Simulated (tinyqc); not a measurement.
Worked calculation: UHF in the 6-31g basis, for H-, spin multiplicity 1. The basis has no diffuse functions, so it cannot describe the extra electron: this is an exercise in the method, not the real anion. One step of it, computed by the program tinyqc.

Question. Iteration 2: building the Fock matrix. J_ij = sum D_kl (ij|kl) with D = D(alpha) + D(beta), K_ij = sum D_kl (ik|jl) for each spin; F = H + J - K(s); E = tr D H + tr D J / 2 - 0.5 sum_s tr D(s) K(s) + E_nn.

D(alpha) after iteration 1, order 1H 1s, 1H 2s:
```
[[0.335586, 0.279104],
 [0.279104, 0.296951]]
```

D(beta) after iteration 1, order 1H 1s, 1H 2s:
```
[[0.006186, -0.034444],
 [-0.034444, 1.039163]]
```

core Hamiltonian H = T + V (hartree), order 1H 1s, 1H 2s:
```
[[-0.257552, -0.482576],
 [-0.482576, -0.398935]]
```

Two-electron integrals (ij|kl) in chemists' order, unique and non-zero (hartree):
```
(11|11) 1.076566   (21|11) 0.578470   (21|21) 0.329423   (22|11) 0.587396
(22|21) 0.361304   (22|22) 0.453150
```

nuclear repulsion = 0 hartree

Give: Coulomb J; exchange K(alpha); exchange K(beta); F(alpha); F(beta); total energy of this density.

Answer.

Coulomb J (hartree), order 1H 1s, 1H 2s:
```
[[1.4358, 0.8416],
 [0.8416, 0.9830]]
```

exchange K(alpha) (hartree), order 1H 1s, 1H 2s:
```
[[0.7820, 0.5573],
 [0.5573, 0.4468]]
```

exchange K(beta) (hartree), order 1H 1s, 1H 2s:
```
[[0.3091, 0.3475],
 [0.3475, 0.4480]]
```

F(alpha) (hartree), order 1H 1s, 1H 2s:
```
[[0.3963, -0.1982],
 [-0.1982, 0.1373]]
```

F(beta) (hartree), order 1H 1s, 1H 2s:
```
[[0.8691, 0.0116],
 [0.0116, 0.1360]]
```

total energy of this density = -0.324081 hartree

This density is a damped mixture and is not idempotent.
